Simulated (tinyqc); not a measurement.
Inside a calculation. Method: RKS/BLYP in the 6-31g basis, for H3-, spin multiplicity 1. The basis has no diffuse functions, so it cannot describe the extra electron: this is an exercise in the method, not the real anion. One step of it, computed by the program tinyqc.

Question. Iteration 2: DIIS coefficients. Solve [B -1; -1 0][c; lambda] = [0; -1] for the coefficients, which sum to one.

B (overlaps of the stored error matrices):
```
                1               2
1   1.7641994e-01  -4.3796594e-02
2  -4.3796594e-02   1.1601040e-01
```

Give: DIIS coefficients.

Answer.

DIIS coefficients: 0.421  0.579
